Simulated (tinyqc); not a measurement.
Inside a calculation: Bethe-Salpeter matrix of a two-band chain (Tamm-Dancoff form). Values are carried at full precision from step to step, so a last printed digit may differ when a step is redone from the rounded ones.

One valence and one conduction band, lattice period 1, mesh k = 2 pi j/N. Pair energies D(k) = Eg + 2 t sum(1 - cos k), t = tc + tv. Screened attraction W(R) = U at R = 0 and V/|R| otherwise, R over the N cells with the nearest image; W(q) = sum_R W(R) cos(q R). H(k, k') = D(k) delta - W(k - k')/Nk + 2 J/Nk for singlets (J = 0 for triplets), Nk the number of k points. With a constant transition dipole the strength of a state is f = (sum_k A_k)^2/Nk, and the f sum to 1.

Inputs chosen for the exercise: Eg = 5 eV (quasiparticle gap); tc = 0.91 eV (conduction hopping); tv = 0.19 eV (valence hopping); U = 0.46 eV (attraction in the same cell); V = 0 eV (attraction at one cell distance); J = 0.13 eV (exchange in the same cell); N = 5 (k points along each axis).

## Pair energies and the kernel

List D(k), W(R) and W(q) on the mesh.

Mesh values (eV):
```
index j,D(k_j),W(R = j),W(q_j)
j0,5.0000,0.4600,0.4600
j1,6.5202,0.0000,0.4600
j2,8.9798,0.0000,0.4600
j3,8.9798,0.0000,0.4600
j4,6.5202,0.0000,0.4600
```

## The singlet matrix

Fill in H.

H (eV):
```
,j0,j1,j2,j3,j4
j0,4.9600,-0.0400,-0.0400,-0.0400,-0.0400
j1,-0.0400,6.4802,-0.0400,-0.0400,-0.0400
j2,-0.0400,-0.0400,8.9398,-0.0400,-0.0400
j3,-0.0400,-0.0400,-0.0400,8.9398,-0.0400
j4,-0.0400,-0.0400,-0.0400,-0.0400,6.4802
```

## Exciton levels and strengths

Diagonalise. For the lowest state give the amplitudes A_k (norm 1, largest positive) and f = (sum_k A_k)^2/Nk, Nk the size of the matrix.

levels (eV): 4.9569  6.4399  6.5202  8.9032  8.9798

amplitudes of the lowest state: j0 0.999, j1 0.028, j2 0.011, j3 0.011, j4 0.028

f of the lowest state = 0.231

The lowest state lies 0.0431 eV below the gap Eg = 5 eV and holds 23 % of the strength, against 20 % for one free pair. On a fine mesh the triplet and singlet bindings are 0.0476 and 0.0091 eV.

## Spectrum with and without the kernel

Distinct levels with their degeneracy and summed f, for singlets, beside the sorted triplet levels and free pairs.

Singlets:
```
E (eV),degeneracy,f
4.9569,1,0.2314
6.4399,1,0.4020
6.5202,1,0.0000
8.9032,1,0.3667
8.9798,1,0.0000
```

triplet levels (eV): 4.8907  6.3360  6.5202  8.8132  8.9798

free pairs (eV): 5.0000  6.5202  6.5202  8.9798  8.9798

2 of the 5 singlets are dark; those whose amplitude vanishes at R = 0 also feel neither U nor J. The lowest singlet lies 0.0662 eV above the lowest triplet; first order gives 2 J f = 0.0726 eV with the f of the triplet envelope. The centre of the spectrum, sum f E = 7.0000 eV, equals mean D - U + 2J = 7.0000 eV.

## Checks

- Levels from the matrix in the electron-hole distance R against those in k: they agree to 1e-10 or better.
- Triplet binding on 200 points against the formula sqrt(4 t^2 + U^2) - 2t, eV: both 0.0476.

Program tinyqc; command `OMP_NUM_THREADS=1 python tinyqc.py 1250343 1250344 out.jsonl`; about 0.1 s on one thread of a shared Intel(R) Xeon(R) Processor @ 2.30GHz.
